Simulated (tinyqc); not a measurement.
Inside a calculation: exciton in a hard-walled quantum well (variational). Values are carried at full precision from step to step, so a last printed digit may differ when a step is redone from the rounded ones.

Constants: Ry = 13.60569312 eV; a0 (Bohr radius) = 0.5291772105 angstrom; hbar^2/2m0 = 3.80998211 eV angstrom^2; e^2/(4 pi eps0) = 14.39964547 eV angstrom.

Inputs chosen for the exercise (near those of InGaAs; the results hold for these values, not for the real material):
- me = 0.043 m0 (electron mass)
- mh = 0.106 m0 (hole mass)
- eps = 14.4 (dielectric constant)
- Eg = 0.813 eV (gap)
- L = 192 angstrom (well width)
- lams = (102, 142, 173, 203, 244, 305, 407) angstrom (trial lengths)

## Exciton units

1/mu = 1/me + 1/mh, Ry* = Ry mu/eps^2, a* = a0 eps/mu.

mu = 0.03059 m0
Ry* = 2.007 meV
a* = 249.10 angstrom

## Hydrogen-like series

Binding Ry*/n^2 in three dimensions and Ry*/(n - 1/2)^2 in two; strengths relative to n = 1 go as 1/n^3 and (1/2)^3/(n - 1/2)^3. Lines at Eg less the binding.

Series:
```
n  3D binding (meV)  3D line (eV)  3D strength  2D binding (meV)  2D line (eV)  2D strength
1              2.01        0.8110       1.0000              8.03        0.8050       1.0000
2              0.50        0.8125       0.1250              0.89        0.8121       0.0370
3              0.22        0.8128       0.0370              0.32        0.8127       0.0080
4              0.13        0.8129       0.0156              0.16        0.8128       0.0029
```

## The form factor

Electron and hole in the lowest states cos(pi z/L) of a hard-walled well; relative motion in the plane exp(-rho/lam). E(lam) = c/(mu lam^2) - (q/eps) <1/r>, <1/r> = integral over k from 0 to infinity of F(kL) (1 + (k lam/2)^2)^(-3/2), F(x) = [3x + 8 pi^2/x - 32 pi^4 (1 - exp(-x))/(x^2 (x^2 + 4 pi^2))]/(x^2 + 4 pi^2); c = hbar^2/2m0, q = e^2/(4 pi eps0). E is counted from the subband edge.

F at k = 0.5/a*, 1/a*, 2/a*, 4/a* and 8/a*.

Form factor:
```
k a*     k L       F
0.5   0.3854  0.9250
1.0   0.7708  0.8583
2.0   1.5415  0.7457
4.0   3.0831  0.5812
8.0   6.1662  0.3903
```

## Scan over the trial length

Evaluate the integral numerically for each lam.

Scan:
```
lam (angstrom)  <1/r> (1/angstrom)  kinetic (meV)  Coulomb (meV)  E (meV)
102                        0.01267         11.971        -12.671   -0.700
142                        0.00998          6.177         -9.976   -3.799
173                        0.00858          4.161         -8.583   -4.422
203                        0.00757          3.022         -7.569   -4.547
244                        0.00652          2.092         -6.523   -4.431
305                        0.00542          1.339         -5.417   -4.079
407                        0.00423          0.752         -4.227   -3.475
```

## The minimum

Minimise E over lam.

lam = 203.4 angstrom
binding energy = 4.55 meV
in Ry* = 2.265
lam/a* = 0.816

The strict two-dimensional limit is 4 Ry* with lam = a*/2; L/a* = 0.77 here.

## Checks

- Binding of a very thin well (L = a*/5000) against 4 Ry*, meV: both 8.0.
- F(3) from a double integral on a grid against the closed form: both 0.5885.

(tinyqc, `OMP_NUM_THREADS=1 python tinyqc.py 1281696 1281697 out.jsonl`, Intel(R) Xeon(R) Processor @ 2.30GHz, 1 thread, shared host, about 0.02 s.)
